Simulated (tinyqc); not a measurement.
Electron continuity equation in a given potential, Scharfetter-Gummel discretisation: two steps of the calculation.

Steady state in one dimension: J = q mu n E + q D dn/dx with E = -dpsi/dx and D = mu Vt, dJ/dx = q (n/tau - G), fixed densities nL and nR at the ends. The potential is given, psi = U (x/L)^2, and is not changed by the electrons.

Parameters, values chosen for the exercise; mobility close to that of indium arsenide at room temperature:
- T = 250 K (temperature)
- mu = 30000 cm^2/(V s) (electron mobility)
- L = 8.5 um (length of the region)
- nL = 1.8e14 cm^-3 (density at x = 0)
- nR = 1.4e15 cm^-3 (density at x = L)

Constants: q = 1.602176634e-19 C, kB = 1.380649e-23 J/K, Vt = kB T/q. Results are converted to the units shown.

Task 1. Bernoulli factors. d_i = (psi_(i+1) - psi_i)/Vt; B(d) = d/(exp(d) - 1), B(0) = 1. The flux on interval i is J_i = (q D/h) [n_(i+1) B(d_i) - n_i B(-d_i)].

| node | psi (V) |
|---|---|
| 0 | 0.00000000 |
| 1 | -0.00312500 |
| 2 | -0.01250000 |
| 3 | -0.02812500 |
| 4 | -0.05000000 |
| 5 | -0.07812500 |
| 6 | -0.11250000 |
| 7 | -0.15312500 |
| 8 | -0.20000000 |

Find: d_i; B(d_i); B(-d_i).

Result 1.

| interval | d_i | B(d_i) | B(-d_i) |
|---|---|---|---|
| 0 | -0.1451 | 1.0743 | 0.92922 |
| 1 | -0.4352 | 1.2333 | 0.79815 |
| 2 | -0.7253 | 1.4061 | 0.68082 |
| 3 | -1.0154 | 1.5922 | 0.57678 |
| 4 | -1.3055 | 1.7909 | 0.48540 |
| 5 | -1.5956 | 2.0015 | 0.40587 |
| 6 | -1.8857 | 2.2230 | 0.33727 |
| 7 | -2.1758 | 2.4545 | 0.27861 |

The largest |d_i| is 2.18, above 2, where central differences lose the sign pattern that keeps densities positive.

Task 2. Densities and current. B(d_i) and B(-d_i) are the Bernoulli factors of the potential steps, b and f the diagonal and right side. Solve B(-d_(i-1)) n_(i-1) + b_i n_i + B(d_i) n_(i+1) = f_i (end values already in f), then J_i = (q D/h) [n_(i+1) B(d_i) - n_i B(-d_i)], h = L/8, D = mu Vt.

| interval | B(d_i) | B(-d_i) |
|---|---|---|
| 0 | 1.0742811 | 0.92922460 |
| 1 | 1.2333162 | 0.79814674 |
| 2 | 1.4060978 | 0.68081545 |
| 3 | 1.5921756 | 0.57678023 |
| 4 | 1.7909060 | 0.48539774 |
| 5 | 2.0014880 | 0.40586677 |
| 6 | 2.2230029 | 0.33726873 |
| 7 | 2.4544574 | 0.27861025 |

| node | diagonal b | right side f (cm^-3) |
|---|---|---|
| 1 | -1.9597639 | -1.6726043e14 |
| 2 | -2.0014677 | 0 |
| 3 | -2.0702141 | 0 |
| 4 | -2.1649094 | 0 |
| 5 | -2.2841089 | 0 |
| 6 | -2.4260928 | 0 |
| 7 | -2.5889493 | -3.4362404e15 |

Wanted: n; J.

Result 2.

| node | n (cm^-3) |
|---|---|
| 0 | 1.800e14 |
| 1 | 1.734e15 |
| 2 | 2.620e15 |
| 3 | 2.745e15 |
| 4 | 2.449e15 |
| 5 | 2.076e15 |
| 6 | 1.775e15 |
| 7 | 1.559e15 |
| 8 | 1.400e15 |

| interval | J (1e3 A/cm^2) |
|---|---|
| 0 | 1.653 |
| 1 | 1.800 |
| 2 | 2.023 |
| 3 | 2.257 |
| 4 | 2.465 |
| 5 | 2.642 |
| 6 | 2.793 |
| 7 | 2.926 |

Range of the model: The drift velocity mu E exceeds 1e7 cm/s somewhere, where real mobilities no longer stay constant.

Numbers from tinyqc (`OMP_NUM_THREADS=1 python tinyqc.py 2220037 2220038 out.jsonl`; about 0.01 s on one thread of a shared Intel Xeon 2.30GHz).
